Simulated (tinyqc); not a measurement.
One band or two: type-II superlattice in the two-band Kane model.

Motion along the axis, period d = a + b, c = hbar^2/2m0. Conduction and light-hole bands couple: (E - Ec)(E - Ev) = Ep c k^2 in each layer, with mass m(E) = (E - Ev)/Ep, which may be negative. The conduction envelope psi and psi'/m(E) are continuous; a layer carries them by [[cos kt, (m/k) sin kt], [-(k/m) sin kt, cos kt]] (cosh and sinh for k^2 < 0), and cos(q d) = tr(M_B M_A)/2. C1 is the first miniband above EvB, with its bottom at tr/2 = +1 and its top at -1; the gap is the bottom of C1 less the top heavy-hole level HH1.

Heavy holes are uncoupled: with e = EvB - E, p = sqrt(mhB e/c), w = sqrt(mhA (EvB - EvA - e)/c), the top level HH1 at q = 0 solves (p/mhB) tan(p b/2) = (w/mhA) tanh(w a/2).

Constants: hbar^2/2m0 = 3.80998211 eV angstrom^2.

Parameters, chosen for this exercise (near those of an InAs/GaSb superlattice; the results hold for these values, not for the real material):

| symbol | value | unit | meaning |
|---|---|---|---|
| a | 31 | angstrom | layer A |
| b | 26 | angstrom | layer B |
| EcA | 0 | eV | conduction edge of A |
| EvA | -0.421 | eV | valence edge of A |
| EcB | 0.961 | eV | conduction edge of B |
| EvB | 0.159 | eV | valence edge of B |
| EpA | 14.2 | eV | coupling energy in A |
| EpB | 17.9 | eV | coupling energy in B |
| mhA | 0.34 | m0 | heavy hole in A |
| mhB | 0.28 | m0 | heavy hole in B |

Bottom of C1. One band: (k/mA) tan(k a/2) = (kappa/mB) tanh(kappa b/2) with the edge masses (Ec - Ev)/Ep and barrier EcB - EcA. Second row: mA replaced by m(E). The last column is measured against two bands.

Results:

| model | C1 (eV) | gap (meV) | error (meV) |
|---|---|---|---|
| one band, edge masses | 0.3112 | 250.9 | -4.1 |
| m(E) in A only | 0.2795 | 219.1 | -35.9 |
| two bands | 0.3153 | 255.0 | 0.0 |

mA = 0.0296 m0
mB = 0.0448 m0

What can be read from this table?

With edge masses C1 errs by -4 meV, 2 % of the gap. The heavier m(E) in A changes it by -32 meV; the treatment of B changes it by +36 meV, since C1 lies 156 meV above the valence edge of B, where its mass is 0.0087 instead of 0.0448.

tinyqc: `OMP_NUM_THREADS=1 python tinyqc.py 1281045 1281046 out.jsonl`; about 0.03 s, one thread, shared Intel(R) Xeon(R) Processor @ 2.30GHz.
